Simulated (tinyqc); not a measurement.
Froehlich polaron in a polar crystal: one step, computed by the program tinyqc.

One electron in a parabolic band of mass m*, coupled to dispersionless LO phonons in the continuum model. Energies are in units of hbar omega unless marked, wave numbers in k_0 = sqrt(2 m* omega/hbar).

Question. Second-order perturbation theory. At T = 0 and k < k_0: E(k) = (k/k_0)^2 - alpha arcsin(k/k_0)/(k/k_0); so E(0) = -alpha, 1/m_p = (1 - alpha/6)/m*, and the mean number of phonons in the cloud at k = 0 is alpha/2. The Lee-Low-Pines variational state gives the same E(0) and m_p = m* (1 + alpha/6).

Inputs (values chosen for the exercise, for a model crystal): LO phonon energy hbar omega = 50.5 meV; electron wave number k/k_0 = 0.61.

coupling constant alpha = 1.319814

Give: energy shift at k = 0; E(k); m*/m_p, second order; m_p/m*, Lee-Low-Pines; phonons in the cloud.

Answer.

energy shift at k = 0 = -66.651 meV

E(k) = -1.0474 hbar omega

m*/m_p, second order = 0.78003

m_p/m*, Lee-Low-Pines = 1.2200

phonons in the cloud = 0.65991
